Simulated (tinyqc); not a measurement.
# Haynes-Shockley experiment: what a collector records, against the distance from injector to collector

A sheet injected at x = 0, t = 0 gives at x = L the signal n(t) = N0 exp(-t/tau - (L - v t)^2/(4 D t))/sqrt(4 pi D t), D = mu Vt, v = mu F. Its peak lies at tp = [-D + sqrt(D^2 + u^2 L^2)]/u^2, u^2 = v^2 + 4 D/tau; dt is the full width at half height. Simple readings: mobility L/(F tp), diffusion coefficient (L dt/tp)^2/(16 ln 2 tp). Area v times the integral of n over N0: (v/u) exp(L (v - u)/(2 D)).

Parameters, values chosen for the exercise: temperature T = 300 K; minority-carrier mobility mu = 399 cm^2/(V s); sweep field along the drift F = 40 V/cm; lifetime tau = 8.7e-8 s.

Constants: q = 1.602176634e-19 C, kB = 1.380649e-23 J/K, Vt = kB T/q. Results are converted to the units shown.

Results:
```
L (um),L/v (us),tp (us),dt (us),apparent mobility (cm^2/(V s)),apparent D (cm^2/s),area,exp(-L/(v tau))
3.4,0.02130,0.004792,0.02303,1774,50.26,0.4928,0.7828
5.5,0.03446,0.01065,0.03714,1291,31.11,0.4404,0.6729
9.1,0.05702,0.02240,0.05604,1015,20.86,0.3632,0.5192
24,0.1504,0.07586,0.1067,790.9,13.54,0.1637,0.1776
40,0.2506,0.1347,0.1434,742.5,12.14,0.06951,0.05609
66,0.4135,0.2307,0.1886,715.2,11.38,0.01729,0.008624
110,0.6892,0.3935,0.2472,698.8,10.94,0.001642,3.626e-4
```

Estimate the missing row, L = 15 um.

Computed row:
```
L (um),L/v (us),tp (us),dt (us),apparent mobility (cm^2/(V s)),apparent D (cm^2/s),area,exp(-L/(v tau))
15,0.09398,0.04318,0.07949,868.5,15.92,0.2649,0.3395
```

With this row back in the table: True values: mu = 399 cm^2/(V s), D = 10.3 cm^2/s. The apparent mobility is 4.45 times the true one in the first row and 75 % above it in the last, and the apparent D 4.87 times and 6.1 % above D. The peak always comes before L/v, since spreading and decay both weigh down the later part of the signal; the shift is 78 % and 43 % in these rows.

Numbers from tinyqc (`OMP_NUM_THREADS=1 python tinyqc.py 2310123 2310124 out.jsonl`; about 0.01 s on one thread of a shared Intel Xeon 2.30GHz).
